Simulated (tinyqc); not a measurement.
What moves the results: donor level screened by free carriers (Yukawa potential). A value that a table varies takes the place of the one given here.

Potential -(q/(eps r)) exp(-ks r), q = e^2/(4 pi eps0). In units Ry* = Ry m/eps^2 and a* = a0 eps/m the problem is [-Laplacian - 2 exp(-x r)/r] psi = E psi with x = ks a*.

Converged values use 18 functions exp(-z r), z = 1.55^i, i = -11 to 6: S = 2/A^3, H = z_i z_j S - 2/(A + x)^2, A = z_i + z_j.

Screening wave number: Debye ks^2 = 4 pi q n/(eps kB T); Thomas-Fermi ks^2 = 6 pi q n/(eps EF) with EF = c (3 pi^2 n/gv)^(2/3)/m, c = hbar^2/2m0; the two are joined by 1/ks^2 = sqrt(1/ks_D^4 + 1/ks_TF^4). 1e18/cm^3 = 1e-6/angstrom^3, q = e^2/(4 pi eps0).

Constants: e^2/(4 pi eps0) = 14.39964547 eV angstrom; kB = 8.617333262e-05 eV/K; hbar^2/2m0 = 3.80998211 eV angstrom^2; Ry = 13.60569312 eV; a0 (Bohr radius) = 0.5291772105 angstrom.

Values chosen for the exercise (near those of a donor in 4H SiC, with one mean mass; the results hold for these values, not for the real material): xs = (0.07, 0.1, 0.28, 0.58, 0.63, 0.87, 1.02) (values of x); m = 0.377 m0 (mass); eps = 9.7 (dielectric constant); gv = 3 (valleys); T = 300 K (temperature); nl = (0.14, 0.45, 1.3, 4.5, 14, 45, 140) x 1e18/cm^3 (densities); n = 4.5 x 1e18/cm^3 (free-carrier density).

## Towards the loss of the bound state

First order (-1 + 2x), one-parameter (minimum of z^2 - 8 z^3/(2z + x)^2) and converged 1s energies in Ry*, and the mean radius in a*; a dash marks an unbound result.

Results:

| x | first order | trial function | converged | <r> |
|---|---|---|---|---|
| 0.07 | -0.8600 | -0.8670 | -0.8670 | 1.51 |
| 0.10 | -0.8000 | -0.8141 | -0.8141 | 1.51 |
| 0.28 | -0.4400 | -0.5408 | -0.5413 | 1.59 |
| 0.58 | - | -0.2228 | -0.2278 | 1.93 |
| 0.63 | - | -0.1837 | -0.1901 | 2.03 |
| 0.87 | - | -0.0441 | -0.0595 | 2.93 |
| 1.02 | - | - | -0.0164 | 4.78 |

First order loses the state at x = 0.5, the trial function reaches zero energy at x = 1.00, and the exact limit is 1.19. The radius starts at 1.5 a*, grows slowly at first (1.59 at x = 0.28), then steadily, and swells towards the end (4.8 at 1.02), where a single exponential fails: the binding vanishes as the square of the distance from 1.19.

## Binding against carrier density

Ry* = 54.5153 meV
a* = 13.615 angstrom

x from the joined ks; converged 1s binding (dash: x above 1.17, at or past the limit 1.19 where the state unbinds).

Results:

| n (1e18/cm^3) | EF/kB T | 1/ks (angstrom) | x | binding (meV) | n^(1/3) a* |
|---|---|---|---|---|---|
| 0.14 | 0.05 | 99.5 | 0.137 | 41.01 | 0.071 |
| 0.45 | 0.11 | 55.6 | 0.245 | 32.09 | 0.104 |
| 1.3 | 0.21 | 32.8 | 0.415 | 20.75 | 0.149 |
| 4.5 | 0.49 | 18.0 | 0.756 | 6.07 | 0.225 |
| 14 | 1.04 | 11.0 | 1.240 | - | 0.328 |
| 45 | 2.28 | 7.5 | 1.820 | - | 0.484 |
| 1.4e+02 | 4.85 | 5.8 | 2.352 | - | 0.707 |

The binding falls from 41.0 to 6.1 meV (bare value 54.5); it passes half the bare value between 0.45 and 1.3 x 1e18/cm^3. The level is unbound, or bound by less than 0.001 Ry*, from 14 x 1e18/cm^3 on; as the density rises, it is lost by the time n^(1/3) a* reaches 0.33. x grows with exponent 0.50 in n at the start and 0.23 at the end (1/2 for Debye, 1/6 for Thomas-Fermi screening).

## What each parameter does

Ry* = Ry m/eps^2, a* = a0 eps/m, x = ks a* with the joined ks; converged binding. Each row changes one parameter from the base and keeps the others.

Results:

| case | 1/ks (angstrom) | x | binding in Ry* | binding (meV) |
|---|---|---|---|---|
| base | 18.0 | 0.756 | 0.111 | 6.07 |
| n = 6.75 x 1e18/cm^3 | 14.9 | 0.911 | 0.045 | 2.45 |
| T = 270 K | 17.2 | 0.793 | 0.093 | 5.06 |
| m = 0.422 m0 | 17.9 | 0.679 | 0.157 | 9.57 |
| eps = 8.9 | 17.2 | 0.725 | 0.129 | 8.36 |
| gv = 4 | 17.9 | 0.762 | 0.108 | 5.90 |

The largest shifts from the base row, up to three for each result and ties (the steps differ in size, so this ranks the rows, not the parameters). 1/ks (angstrom): n -3.1, T -0.8, eps -0.8. x: n +0.155, m -0.077, T +0.036. binding in Ry*: n -0.066, m +0.045, T -0.019. binding (meV): n -3.62, m +3.50, eps +2.29.

Computed by tinyqc, a small Python program: `OMP_NUM_THREADS=1 python tinyqc.py 1250965 1250966 out.jsonl` (the numbers bound the seed that draws the inputs); one thread of a shared host (Intel(R) Xeon(R) Processor @ 2.30GHz), about 0.01 s for the whole set of steps.
